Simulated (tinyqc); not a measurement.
Two-step dopant diffusion (predeposition and drive-in) with a constant diffusivity: one step, computed by the program tinyqc. Command: `OMP_NUM_THREADS=1 python tinyqc.py 3026908 3026909 out.jsonl dopdiff walk`. One thread of a shared host (Intel(R) Xeon(R) Processor @ 2.30GHz), about 0.04 s of CPU time with the checks.

Fick diffusion into a half space x > 0 whose background doping C_B is of the opposite type, so that a junction lies where C = C_B.

Question. Drive-in as a Gaussian. With a sealed surface and a thin source, C = Q/sqrt(pi (Dt)2) exp(-x^2/(4 (Dt)2)); x_j = 2 sqrt((Dt)2 ln(C(0)/C_B)); gradient at the junction |dC/dx| = C_B x_j/(2 (Dt)2).

Inputs (values chosen for the exercise, modelled on phosphorus in silicon):
```
quantity                        value    unit
surface concentration C_s     1.6e+20  1/cm^3
background doping C_B         1.4e+14  1/cm^3
predeposition temperature T1      875       C
drive-in temperature T2          1000       C
stand-by temperature              800       C
```

dose Q = 5.833653e+13 1/cm^2

drive-in budget (Dt)2 = 8.477815e-11 cm^2

Give: surface concentration C(0) (Gaussian); junction depth x_j; gradient at the junction.

Answer.

surface concentration C(0) (Gaussian) = 3.5746e+18 1/cm^3

junction depth x_j = 0.58662 um

gradient at the junction = 4.8436e+19 1/cm^4

Caution: C_s exceeds the intrinsic carrier density of silicon at the predeposition temperature (2e18 to 1e19 per cm^3), where real diffusivities rise with concentration and profiles turn box-like.
